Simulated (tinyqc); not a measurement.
What moves the results: propagation of a band-gap error through k.p and effective-mass formulas. A value that a table varies takes the place of the one given here.

Chain, for a gap E (the reference Eg or another value), with Ep and Dso kept: 1/me = 1 + Ep (E + 2 Dso/3)/(E (E + Dso)); g* = 2 - 2 Ep Dso/(3 E (E + Dso)); g1(E) = g1 + (Ep/3)(1/E - 1/Eg), g2(E) = g2 + (Ep/6)(1/E - 1/Eg), light hole 1/(g1 + 2 g2), heavy hole 1/(g1 - 2 g2) along [100]; optical constant ei(E) = 1 + (ei - 1)(EP/(EP + E - Eg))^2, static e0(E) = ei(E) + e0 - ei.

Donor: R = Ry me/e0^2, a_B = a0 e0/me, Mott density (0.26/a_B)^3. Nc, Nv = 2 (m kT/(4 pi c))^(3/2), c = hbar^2/2m0, ni = sqrt(Nc Nv) exp(-E/2kT). Exciton: Ry mu/e0^2 with 1/mu = 1/me + g1(E). 1 angstrom^-3 = 1e24 cm^-3.

Constants: Ry = 13.60569312 eV; a0 (Bohr radius) = 0.5291772105 angstrom; kB = 8.617333262e-05 eV/K; hbar^2/2m0 = 3.80998211 eV angstrom^2.

Values chosen for the exercise (reference values near those of CdTe, gap at low temperature; shifted at random, so the results belong to these values and not to a real crystal):
- Eg = 1.614 eV (gap at Gamma to the s-like level)
- Dso = 0.917 eV (spin-orbit splitting)
- Ep = 18.7 eV (Kane energy)
- g1 = 5.29 (Luttinger gamma1)
- g2 = 1.71 (gamma2)
- e0 = 10.33 (static dielectric constant)
- ei = 7.28 (optical dielectric constant)
- EP = 5.61 eV (mean (Penn) gap)
- mh = 0.63 m0 (density-of-states mass of the holes)
- T = 300 K (temperature)
- Eg2 = 3.535 eV (a wrong gap, of the size a hybrid with far too much exact exchange can give)

## The size of the error

E = f Eg; ratios against f = 1.

Results:
```
f     E (eV)  me ratio  light-hole ratio  e0 ratio  donor ratio  Mott ratio       g*  log10 ni ratio
0.25   0.404     0.306             0.273     1.381        0.160      0.0108  -19.455            9.78
0.40   0.646     0.460             0.429     1.280        0.281      0.0465   -9.332            7.88
0.60   0.968     0.651             0.628     1.168        0.477       0.173   -4.261            5.28
0.80   1.291     0.830             0.819     1.076        0.716       0.458   -2.009            2.65
1.00   1.614     1.000             1.000     1.000        1.000        1.00   -0.798            0.00
1.20   1.937     1.163             1.173     0.936        1.328        1.92   -0.068           -2.66
1.50   2.421     1.395             1.420     0.857        1.901        4.32    0.585           -6.67
2.00   3.228     1.757             1.797     0.759        3.053        12.4    1.146          -13.37
```

Between f = 0.8 and 1.2 the mean powers d ln(ratio)/d ln f are 0.83 for me, 0.89 for the light hole, -0.35 for e0, 1.52 for the donor energy and 3.53 for the Mott density; ni moves by -0.82 decades per 0.1 eV, against -0.1 eV/(2 kT ln 10) = -0.84 from the exponential alone, the rest coming from Nc through me^(3/4). g* changes sign between f = 1.20 and 1.50; the place of this zero hangs on remote bands, which are left out.

## What each input does

All at E = Eg2. Each row changes one parameter from the base and keeps the others.

Results:
```
case            me (m0)  light hole (m0)    e0  donor (meV)  exciton (meV)  log10 ni
base             0.1687           0.2216  7.53       40.435         26.283   -11.023
Eg2 = 3.818 eV   0.1792           0.2352  7.29       45.905         29.648   -13.381
Dso = 0.844 eV   0.1681           0.2216  7.53       40.276         26.216   -11.025
Ep = 20.196 eV   0.1582           0.2394  7.53       37.914         25.647   -11.044
g1 = 5.713       0.1687           0.2026  7.53       40.435         25.118   -11.023
EP = 6.059 eV    0.1687           0.2216  7.67       39.018         25.362   -11.023
ei = 7.862       0.1687           0.2216  7.28       43.366         28.188   -11.023
mh = 0.68 m0     0.1687           0.2216  7.53       40.435         26.283   -10.998
T = 276 K        0.1687           0.2216  7.53       40.435         26.283   -13.660
```

The largest shifts from the base row, up to three for each result and ties (the steps differ in size, so this ranks the rows, not the parameters). me (m0): Ep -0.0105, Eg2 +0.0104, Dso -0.0007; unchanged at the printed digits by g1, EP, ei, mh and T. light hole (m0): g1 -0.0190, Ep +0.0178, Eg2 +0.0136; unchanged at the printed digits by Dso, EP, ei, mh and T. e0: ei -0.26, Eg2 -0.25, EP +0.14; unchanged at the printed digits by Dso, Ep, g1, mh and T. donor (meV): Eg2 +5.470, ei +2.931, Ep -2.521; unchanged at the printed digits by g1, mh and T. exciton (meV): Eg2 +3.365, ei +1.905, g1 -1.165; unchanged at the printed digits by mh and T. log10 ni: T -2.636, Eg2 -2.358, mh +0.025; unchanged at the printed digits by g1, EP and ei.

tinyqc: `OMP_NUM_THREADS=1 python tinyqc.py 1880549 1880550 out.jsonl`; about 0.01 s, one thread, shared Intel(R) Xeon(R) Processor @ 2.30GHz.
